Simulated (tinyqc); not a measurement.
Gate voltage for a given inversion charge.

Question. p-type body, charge-sheet picture, depletion and inversion only, full ionisation (an idealisation for deep acceptors), Boltzmann statistics (rough once Na exp(x - xn) passes about Nc/7). In units of Vt: xg = (Vg - Vfb)/Vt, x = psi/Vt, G = gamma/sqrt(Vt), xn = (2 phiF + Vc)/Vt. The implicit equation is (xg - x)^2 = G^2 [x - 1 + exp(x - xn)] for x above about 3. Cox = eps0 eox/tox. ni = sqrt(Nc Nv) exp(-Eg/(2 Vt)), Eg in volts; phiF = Vt ln(Na/ni); gamma = sqrt(2 q eps0 eps_r Na)/Cox. N_inv = (Cox Vt G/q) [sqrt(x - 1 + exp(x - xn)) - sqrt(x - 1)]. Find x - xn, psi and Vg.

Values chosen for this exercise; band and dielectric values close to those of germanium:

| symbol | value | unit | meaning |
|---|---|---|---|
| T | 350 | K | temperature |
| Eg | 0.665 | eV | band gap |
| eps_r | 16.1 |  | relative permittivity |
| Nc | 1.3e19 | cm^-3 | conduction-band density of states at T |
| Nv | 7.57e18 | cm^-3 | valence-band density of states at T |
| eox | 25.2 |  | relative permittivity of the gate insulator (close to zirconium oxide) |
| tox | 36 | nm | insulator thickness |
| Na | 7.6e17 | cm^-3 | acceptor density |
| Vfb | -0.54 | V | flat-band voltage |
| Vc | 0 | V | channel-body voltage |

Constants: q = 1.602176634e-19 C, kB = 1.380649e-23 J/K, Vt = kB T/q, eps0 = 8.8541878128e-14 F/cm where lengths are in cm. Results are converted to the units shown.

N_inv = 1.8e11 cm^-2

Solution. N_inv rises steadily with x, so it fixes x; the implicit equation then gives xg directly.

x - xn = 0.871
psi = 0.536 V
Vg = 0.719 V

Numbers from tinyqc (`OMP_NUM_THREADS=1 python tinyqc.py 2122005 2122006 out.jsonl`; about 0.01 s on one thread of a shared Intel Xeon 2.30GHz).
